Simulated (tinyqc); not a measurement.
# Minority carriers and saturation current of a heavily doped emitter: effect of the doping

n-type, parabolic bands, full ionisation. eta = (EF - Ec)/kB T solves N = Nc F12(eta), F12(x) = (2/sqrt(pi)) int_0^infinity sqrt(u)/(1 + exp(u - x)) du. The gap shrinks rigidly by dEg = a3 y^(1/3) + a4 y^(1/4) + a2 y^(1/2), y = N/1e18 cm^-3, an empirical law that is here taken as the true narrowing.

ni = sqrt(Nc Nv) exp(-Eg/(2 Vt)), Eg in volts; degeneracy factor g = F12(eta) exp(-eta); nie^2 = ni^2 exp(dEg/kB T) g, p0 = nie^2/N; apparent narrowing dEg + kB T ln g. 1/tau = Cn N^2 + 1/ts, D = mup Vt, L = sqrt(D tau); J0 = (q p0 D/L)(s + tanh(W/L))/(1 + s tanh(W/L)), s = S L/D; the share recombining inside is 1 - 1/[cosh(W/L)(1 + tanh(W/L)/s)]. The mobility is held fixed.

Parameters, values chosen for the exercise; band and dielectric values close to those of silicon: temperature T = 350 K; band gap Eg = 1.11 eV; conduction-band density of states at 350 K Nc = 3.5e19 cm^-3; valence-band density of states at 350 K Nv = 3.35e19 cm^-3; coefficient of (N/1e18)^(1/3) a3 = 12.1 meV; coefficient of (N/1e18)^(1/4) a4 = 9 meV; coefficient of (N/1e18)^(1/2) a2 = 4.6 meV; minority-hole mobility mup = 220 cm^2/(V s); Auger coefficient Cn = 2.4e-31 cm^6/s; defect lifetime ts = 0.73 us; emitter width W = 710 nm; recombination velocity at the contact S = 2.2e6 cm/s.

Constants: q = 1.602176634e-19 C, kB = 1.380649e-23 J/K, Vt = kB T/q. Results are converted to the units shown.

Results:
```
N (cm^-3)  apparent narrowing (meV)  p0 (cm^-3)   L (nm)  J0 (fA/cm^2)  share inside (%)
6.8e17                        22.40     3.766e5  2.117e4       5.411e6           0.06100
3.3e18                        37.50     1.280e5  1.291e4       1.841e6            0.1639
7.2e18                        48.26     8.384e4     6931       1.209e6            0.5665
1.6e19                        62.05     5.958e4     3250       8.705e5             2.534
3.4e19                        77.53     4.685e4     1543       7.238e5             10.48
7.5e19                        95.14     3.809e4    700.7       7.368e5             37.90
1.6e20                        109.9     2.910e4    328.6       9.626e5             79.12
3.6e20                        115.0     1.532e4    146.1       1.115e6             98.72
```

Estimate the missing row, N = 1.5e18 cm^-3.

Computed row:
```
N (cm^-3)  apparent narrowing (meV)  p0 (cm^-3)   L (nm)  J0 (fA/cm^2)  share inside (%)
1.5e18                        28.99     2.124e5  1.864e4       3.052e6           0.07866
```

With this row back in the table: The apparent narrowing rises from 22.4 to 115 meV. p0 goes as N^(-0.72) between the first two rows and N^(-0.79) between the last two (-1 without narrowing or degeneracy), and J0 goes from 5.41e6 through a minimum of 7.24e5 (at N = 3.4e19 cm^-3 among the rows listed) to 1.12e6 fA/cm^2. Past the minimum Auger recombination shortens L faster than p0 falls.

Range of the model: Band tails, non-parabolic bands and incomplete ionisation are left out.

tinyqc, about 0.01 s, one thread, Intel Xeon 2.30GHz (shared host): `OMP_NUM_THREADS=1 python tinyqc.py 2330168 2330169 out.jsonl`
